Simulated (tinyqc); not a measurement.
Four-point probe, van der Pauw, Hall and spreading-resistance readings of a semiconductor layer: one step, computed by the program tinyqc.

The layer is uniform and ohmic; contacts are points unless a radius is given.

Problem. Hall reading. V_H = r_H I B/(e n t); apparent density n/r_H; Hall mobility r_H mu; Hall angle tan = r_H mu B (SI).

Inputs (values chosen for the exercise, modelled on p-type silicon):

| quantity | value | unit |
|---|---|---|
| carrier density n | 2e+16 | 1/cm^3 |
| drift mobility mu | 358 | cm^2/(V s) |
| layer thickness t | 160 | micrometre |
| current I | 0.1 | mA |
| magnetic field B | 0.91 | T |
| Hall factor r_H | 0.72 | - |

Backing of the layer: insulating.

Constants: e = 1.602176634e-19 C.

Give: Hall voltage; apparent density; Hall mobility; tangent of the Hall angle.

Solution.

Hall voltage = 0.1278 mV

apparent density = 2.778e+16 1/cm^3

Hall mobility = 257.76 cm^2/(V s)

tangent of the Hall angle = 0.02346
